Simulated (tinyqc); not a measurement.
# Which input was changed?

Model: charge neutrality of a doped semiconductor with incomplete ionisation. Computed by tinyqc, a small Python program. Command: `OMP_NUM_THREADS=1 python tinyqc.py 3012327 3012328 out.jsonl dopant which`. One thread of a shared host (Intel(R) Xeon(R) Processor @ 2.30GHz), about 0.3 s of CPU time with the checks.

Energies are counted from the top of the valence band; E_D is measured down from the conduction band and E_A up from the valence band.

Inputs (values chosen for the exercise, modelled on 4H-SiC):

| quantity | value | unit |
|---|---|---|
| gap at 0 K E_g0 | 3.25 | eV |
| Varshni alpha | 0.00034 | eV/K |
| Varshni beta | 685 | K |
| electron mass m_e | 0.381 | m_0 |
| valleys M_c | 3 | - |
| hole mass m_h | 2.05 | m_0 |
| donor density N_D | 1.1e+19 | cm^-3 |
| acceptor density N_A | 1.8e+17 | cm^-3 |
| donor depth E_D | 0.0593 | eV |
| acceptor depth E_A | 0.197 | eV |
| donor degeneracy g_D | 2 | - |
| acceptor degeneracy g_A | 4 | - |
| static dielectric constant eps_s | 9.42 | - |
| temperature T | 450 | K |
| iteration cap | 60 | - |

Doping: n-type, compensated. Statistics of the bands: Fermi-Dirac. Solver: bisection. Start of Newton steps: intrinsic level E_i.

Constants: m_0 = 9.1093837015e-31 kg; k_B = 1.380649e-23 J/K; h = 6.62607015e-34 J s; k_B = 8.617333262e-05 eV/K.

Method:
- E_g = E_g0 - alpha T^2/(T + beta).
- N_c = 2 M_c (2 pi m_e k_B T/h^2)^(3/2) and N_v = 2 (2 pi m_h k_B T/h^2)^(3/2), masses in units of m_0.
- n_i = sqrt(N_c N_v) exp(-E_g/(2 k_B T)); E_i = E_g/2 + (k_B T/2) ln(N_v/N_c).
- n = N_c F_1/2((E_F - E_g)/k_B T), p = N_v F_1/2(-E_F/k_B T).
- F_1/2(eta) = (2/sqrt(pi)) int_0^infinity sqrt(x)/(1 + exp(x - eta)) dx, by the trapezoid rule in t = sqrt(x) with step 0.02 up to t = 12 (for eta < -12 by exp(eta) - exp(2 eta)/2^(3/2)).
- N_D+ = N_D/(1 + g_D exp((E_F - E_g + E_D)/k_B T)).
- N_A- = N_A/(1 + g_A exp((E_A - E_F)/k_B T)).
- Neutrality: p + N_D+ = n + N_A-; the log ratio is ln[(p + N_D+)/(n + N_A-)].
- Bisection of the log ratio between E = -0.3 and E_g + 0.3 eV; stop when |log ratio| < 1e-9.

Problem. One of these inputs alone was changed, within the range given: donor density N_D (5.5e+18 to 2.2e+19); acceptor density N_A (9e+16 to 3.6e+17); acceptor depth E_A (0.0985 to 0.394); electron mass m_e (0.1905 to 0.762). Which one, and to what value?

Results:

| run | majority density n (cm^-3) | distance of E_F from the majority band edge (eV) | intrinsic density n_i (cm^-3) |
|---|---|---|---|
| before | 4.511856e+18 | 0.07470005 | 91.67800 |
| after | 3.811279e+18 | 0.08153785 | 91.67800 |

Solution.

Each candidate set to reproduce majority density n, and what it then gives:

| candidate | range searched | value needed | distance of E_F from the majority band edge (eV) | intrinsic density n_i (cm^-3) |
|---|---|---|---|---|
| donor density N_D (cm^-3) | 5.5e+18 to 2.2e+19 | 8.490e18 | 0.081538 | 91.678 |
| acceptor density N_A (cm^-3) | 9e+16 to 3.6e+17 | out of reach | - | - |
| acceptor depth E_A (eV) | 0.0985 to 0.394 | no effect | - | - |
| electron mass m_e (m_0) | 0.1905 to 0.762 | 0.2876 | 0.064345 | 74.249 |

Only donor density N_D fits every result: it went from 1.1e+19 to 8.49e18 cm^-3. The next best candidate, electron mass m_e, misses one result by 21 %.

Caution: N^(1/3) a is above 0.2 for the radius a = e^2/(8 pi eps_0 eps_s E) of the dopant: near the Mott value, 0.26, the level broadens, and above it the level has merged with the band and all dopants are ionised, so such results of a fixed depth are only formal.
